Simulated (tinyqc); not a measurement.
Trench capacitor in an array: capacitance, non-linearity, leakage and relaxation: two steps of the calculation.

A film between two metal electrodes, each interface adding a series capacitance ci. The small-signal permittivity is ek (1 + aq E^2); the field is found with the linear permittivity. Leakage J = J0 sinh(E/Ef). After a voltage step the film passes a relaxation current kr C V tt^(-nr), tt being the time in seconds. The sidewall is a coaxial capacitor with radii a = dm/2 - t and b = dm/2, depth AR dm; the end face is left out.

Parameters, values chosen for the exercise; permittivity of the order of that of silicon nitride: relative permittivity of the film ek = 7.63; film thickness t = 8.8 nm; capacitance of each electrode interface (dead layer and screening) ci = 1000 uF/cm^2; quadratic field coefficient of the permittivity aq = 0.0027 cm^2/MV^2; bias V = 0.6 V; leakage prefactor J0 = 8.2e-11 A/cm^2; field for an e-fold rise of the leakage Ef = 0.3 MV/cm; diameter of the hole dm = 50 nm; aspect ratio, depth over diameter AR = 10; pitch of the square array pt = 78 nm; resistivity of the inner electrode rho = 110 uohm cm.

Constants: eps0 = 8.8541878128e-14 F/cm where lengths are in cm. Results are converted to the units shown.

Task 1. Planar capacitance, field and non-linearity. Planar film: Cf = eps0 ek/t, 1/C = 1/Cf + 2/ci, EOT = 3.9 eps0/C, effective permittivity C t/eps0, E = (V/t) C/Cf; quadratic coefficient [C(V)/C - 1]/V^2 with Cf (1 + aq E^2) in C(V).

Find: Cf; C; EOT; effective permittivity; E; quadratic coefficient; J.

Result 1.

Cf = 0.76770 uF/cm^2
C = 0.76652 uF/cm^2
EOT = 4.5049 nm
effective permittivity = 7.6183
E = 0.68077 MV/cm
quadratic coefficient = 3470.6 ppm/V^2
J = 3.9232e-10 A/cm^2

The interfaces take 0.153 % of the voltage.

Task 2. Cell capacitance, fields and time constant. Per length 1/c = ln(b/a)/(2 pi eps0 ek) + (1/a + 1/b)/(2 pi ci); cell capacitance c AR dm; per footprint over pt^2; fields c V/(2 pi eps0 ek r) at r = a and b; resistance of the inner electrode rho AR dm/(pi a^2); time constant R C/3 of the distributed line.

Find: a; b; cell capacitance; capacitance per footprint; field at a; field at b; R; R C/3.

Result 2.

a = 16.200 nm
b = 25.000 nm
cell capacitance = 0.48841 fF
capacitance per footprint = 8.0277 uF/cm^2
field at a = 0.85230 MV/cm
field at b = 0.55229 MV/cm
R = 0.66709 kohm
R C/3 = 0.10860 ps

The array gives 10.5 times the planar capacitance per footprint; curvature makes the field at the inner electrode 1.25 times the planar value.

tinyqc, about 0.01 s, one thread, Intel Xeon 2.30GHz (shared host): `OMP_NUM_THREADS=1 python tinyqc.py 2102089 2102090 out.jsonl`
